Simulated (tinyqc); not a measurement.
## Capacitances against the relative permittivity between the lines

Endless row of lines of width wl, height tl and space sl between grounded planes at distance hd; e2 fills the gaps beside the lines, e1 the rest. Laplace's equation is solved on meshes of 3, 6 and 12 steps per unit u and extrapolated (Aitken), which is good to about 0.2 %. C_even (all lines at 1 V) is the capacitance Cg to the planes; C_odd (neighbours in antiphase) = Cg + 4 Cc if only nearest neighbours couple, which defines Cc; total with quiet neighbours Cg + 2 Cc. Plate values 2 eps0 e1 wl/hd and eps0 e2 tl/sl.

Inputs (values chosen for the exercise):
- e1 = 3 (relative permittivity above and below the lines)
- wl = 4 u (line width, in units u)
- tl = 6 u (line height)
- sl = 4 u (space between lines)
- hd = 8 u (distance to each plane)

Constants: eps0 = 8.8541878128e-12 F/m. Results are converted to the units shown.

The same in every row: plate Cg (aF/um) = 26.6.

Capacitances against the relative permittivity between the lines:
```
e2,Cg (aF/um),Cc (aF/um),Cg + 2 Cc (aF/um),C_odd (aF/um),plate Cc (aF/um),"share of coupling, 2 Cc/(Cg + 2 Cc) (%)"
1,49.6,28.3,106,163,13.3,53.3
1.5,50.1,35.0,120,190,19.9,58.3
2,50.5,41.7,134,217,26.6,62.3
2.5,50.7,48.4,148,244,33.2,65.6
3,51.0,55.1,161,271,39.8,68.4
3.9,51.3,67.1,185,320,51.8,72.3
5,51.6,81.7,215,379,66.4,76.0
7,51.9,108,269,485,93.0,80.7
```

As e2 goes from 1 to 7, Cg rises from 49.6 to 51.9 aF/um, Cc rises from 28.3 to 108 aF/um and the share of coupling rises from 53.3 to 80.7 %. Cg is 1.87 times its plate value in the first row and 1.95 times in the last; for Cc the ratios are 2.13 and 1.17. Neighbours in antiphase raise the load by a factor of 1.53 and 1.81 over quiet ones. In every row the planes are farther than 0.8 of the pitch, so second neighbours couple too and Cg + 2 Cc understates the quiet load by a per cent or more.

Numbers from tinyqc (`OMP_NUM_THREADS=1 python tinyqc.py 2790145 2790146 out.jsonl`; about 0.6 s on one thread of a shared Intel Xeon 2.30GHz).
